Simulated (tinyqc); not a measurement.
Gap and mass from two generation rates.

Problem. In the two-band model the band-to-band tunnelling rate in a uniform field is G = A F^2 exp(-B/F), with B = pi sqrt(m/C) Eg^1.5/4 (V/nm), A = 1e21 (2 q/h) m Eg/(16 pi C B) for G in cm^-3 s^-1 and F in V/nm, C = hbar^2/(2 m0). Find B, A, Eg and m.

Constants: q = 1.602176634e-19 C, hbar = 1.054571817e-34 J s, h = 6.62607015e-34 J s, m0 = 9.1093837015e-31 kg, hbar^2/(2 m0) = 0.0380998212 eV nm^2. Results are converted to the units shown.

G at F = 0.02 and 0.035 V/nm (cm^-3 s^-1): 7.4766734e26  1.1689156e29

Answer. The slope of ln(G/F^2) against 1/F is -B and the intercept gives A. The product A B fixes m Eg, and B = (pi/4) Eg sqrt(m Eg/C) then gives Eg.

B = 0.184 V/nm
A = 1.81e34 cm^-3 s^-1 (V/nm)^-2
Eg = 0.398 eV
m = 0.0330 m0

Numbers from tinyqc (`OMP_NUM_THREADS=1 python tinyqc.py 2620057 2620058 out.jsonl`; about 0.02 s on one thread of a shared Intel Xeon 2.30GHz).
